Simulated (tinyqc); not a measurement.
# Resistance of a source-drain extension with a graded tip: effects of single changes

y runs along the channel, the gate covers y > 0. The doping is N0 for y < y0 and N0 10^(-(y - y0)/la) beyond, uniform over the depth xj. Sheet conductance s(y) = q mu(N) max(N - Nch, 0) xj + (for y > 0) ma Cox Vo, with mu(N) = u0 + (u1 - u0)/(1 + (N/Nr)^au) and Cox = eps0 eox/tox. Current is taken as one-dimensional; depletion of the tip, spreading and the contact are left out. The metallurgical junction lies at yj, where N = Nch.

Values chosen for this exercise; mobility law close to that of electrons in silicon: relative permittivity of the gate insulator (close to silicon dioxide) eox = 3.9; insulator thickness tox = 1.6 nm; active doping of the extension far from the gate N0 = 1.8e20 cm^-3; lateral abruptness la = 1.9 nm/decade; position under the gate where the fall begins (gate edge at 0) y0 = 3.4 nm; depth of the extension xj = 27 nm; channel doping Nch = 3.2e18 cm^-3; spacer length Ls = 15 nm; gate overdrive Vo = 0.58 V; mobility of the gate-induced layer ma = 170 cm^2/(V s); mobility at low doping u1 = 1414 cm^2/(V s); mobility at high doping u0 = 68.5 cm^2/(V s); reference doping Nr = 9.2e16 cm^-3; exponent au = 0.711; gate length Lg = 45 nm.

Constants: q = 1.602176634e-19 C, eps0 = 8.8541878128e-14 F/cm where lengths are in cm. Results are converted to the units shown.

Each table varies one quantity; the others keep the values above.

## Abruptness at a fixed junction position

R_spacer = integral of dy/s from -Ls to 0, R_ov from 0 to yj, R_channel = (Lg - 2 yj)/(ma Cox Vo), R_total = 2 R_spacer + 2 R_ov + R_channel. Electrical length L_eff = ma Cox dR_total/d(1/Vo); R_series = R_total - L_eff/(ma Cox Vo). y0 is moved with la so that yj stays at 6.7252 nm.

The same in every row: yj (nm) = 6.725; R_channel (ohm um) = 148.3.

Abruptness at a fixed junction position:
```
la (nm/decade)	R_spacer (ohm um)	R_ov (ohm um)	R_total (ohm um)	L_eff (nm)	R_series (ohm um)
1	2.628	3.208	159.9	32.06	9.262
2.3	2.628	5.902	165.3	32.71	11.62
3.6	2.628	8.595	170.7	33.35	13.98
4.9	2.809	11.13	176.1	33.99	16.40
6.1	3.463	13.05	181.3	34.55	18.92
7.4	4.674	14.75	187.1	35.12	22.09
8.7	6.344	16.15	193.3	35.63	25.80
10	8.410	17.33	199.7	36.10	30.07
```

As la goes from 1 to 10 nm/decade, R_total rises from 160 to 200 ohm um, R_spacer rises from 2.63 to 8.41 ohm um and R_ov rises from 3.21 to 17.3 ohm um. R_total changes on average by 4.42 ohm um for each nm/decade. L_eff exceeds the metallurgical length by 0.513 nm in the first row and 4.55 nm in the last, since the gate also controls the lightly doped tips.

## Effect of the gate overdrive

Same model as above.

The same in every row: yj (nm) = 6.725; R_spacer (ohm um) = 2.628.

Effect of the gate overdrive:
```
Vo (V)	R_ov (ohm um)	R_channel (ohm um)	R_total (ohm um)	L_eff (nm)	R_series (ohm um)
0.15	8.621	573.3	595.8	31.87	16.61
0.3	6.685	286.6	305.3	32.13	13.37
0.45	5.664	191.1	207.7	32.34	11.78
0.6	4.997	143.3	158.6	32.53	10.78
0.75	4.514	114.7	128.9	32.70	10.10
0.9	4.143	95.55	109.1	32.86	9.583
1.05	3.845	81.90	94.84	33.00	9.185
1.2	3.599	71.66	84.11	33.13	8.864
```

As Vo goes from 0.15 to 1.2, R_total falls from 596 to 84.1 ohm um, L_eff rises from 31.9 to 33.1 nm and R_series falls from 16.6 to 8.86 ohm um. Both extracted quantities depend on the overdrive at which they are taken.

Program tinyqc, `OMP_NUM_THREADS=1 python tinyqc.py 2282065 2282066 out.jsonl`; Intel Xeon 2.30GHz, shared host, one thread, about 0.04 s.
